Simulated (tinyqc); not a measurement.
Input admittance of a MOSFET at zero drain bias: distributed channel and distributed gate: effect of the channel length.

Source and drain grounded, strong inversion, w = 2 pi f, Cox = eps0 eox/tox. The channel is an RC line of resistance 1/(mu Cox Vo) per square fed from both ends, so one finger has the intrinsic admittance y = i w Cox L tanh(g)/g per width, g = (1/2) sqrt(i w tau), tau = L^2/(mu Vo). The vertical resistance rv/L is in series with y, the overlaps 2 i w Cov in parallel: y_t = 1/(1/y + rv/L) + 2 i w Cov. The gate strip is a line of Rsh/L per length loaded by y_t, so a finger has Y = y_t Wf tanh(k)/k, k = (Wf/sd) sqrt(y_t Rsh/L); the device has Nf Y.

Low-frequency limits, with c = Cox L and ct = c + 2 Cov: R_strip = Rsh Wf/(3 sd^2 L Nf), R_ch = (c/ct)^2 L/(12 mu Cox Vo Wf Nf), R_vert = (c/ct)^2 rv/(L Wf Nf), C = ct Wf Nf. Z = 1/(Nf Y) = R + 1/(i w C), Q = |Im Z|/R, far-point signal |1/cosh k|.

Parameters, values chosen for the exercise; values of the order met in silicon radio-frequency transistors:
```
symbol  value        unit                                                                 meaning
eox       3.9              relative permittivity of the gate insulator (close to silicon dioxide)
tox       4.9          nm                                                     insulator thickness
Wf         11          um                                                            finger width
Nf         16                                                                   number of fingers
mu        390  cm^2/(V s)                                                        channel mobility
Vo       0.33           V                                                          gate overdrive
Rsh       5.4  ohm/square                                            sheet resistance of the gate
rv        1.4    ohm um^2                                  vertical resistivity of the gate stack
sd          2                                       number of ends at which a finger is contacted
Cov      0.16       fF/um                             overlap and fringe capacitance on each side
f          69         GHz                                                               frequency
```

Constants: eps0 = 8.8541878128e-14 F/cm where lengths are in cm. Results are converted to the units shown.

Result of one run:
```
L (um)	w tau	|k|	R (ohm)	low-frequency R (ohm)	C (fF)	Q	signal at the far point
0.8	21.559	0.50183	3.4091	4.1354	663.21	1.0202	0.92019
```

What becomes of these results when the channel length L is changed from 0.8 to 1.6 um, all else the same?

Result of the changed run:
```
L (um)	w tau	|k|	R (ohm)	low-frequency R (ohm)	C (fF)	Q	signal at the far point
1.6	86.236	0.34288	3.3708	8.0962	611.04	1.1199	0.96268
```

The whole series:
```
L (um)	w tau	|k|	R (ohm)	low-frequency R (ohm)	C (fF)	Q	signal at the far point
0.03	0.030317	1.1200	10.276	10.379	90.415	2.4827	0.88846
0.058	0.11332	0.94325	5.4435	5.4725	126.05	3.3616	0.93691
0.11	0.40760	0.83935	3.1240	3.1364	190.58	3.8742	0.95249
0.22	1.6304	0.77115	2.2085	2.2202	324.77	3.2158	0.94130
0.42	5.9422	0.69306	2.4829	2.5377	539.77	1.7211	0.90207
0.8	21.559	0.50183	3.4091	4.1354	663.21	1.0202	0.92019
1.6	86.236	0.34288	3.3708	8.0962	611.04	1.1199	0.96268
3	303.17	0.25074	3.2753	15.304	613.16	1.1485	0.97989
```

As L goes from 0.03 to 3, R moves up and down between 2.21 and 10.3 ohm, C moves up and down between 90.4 and 663 fF and Q moves up and down between 1.02 and 3.87.

Numbers from tinyqc (`OMP_NUM_THREADS=1 python tinyqc.py 2262102 2262103 out.jsonl`; about 0.01 s on one thread of a shared Intel Xeon 2.30GHz).
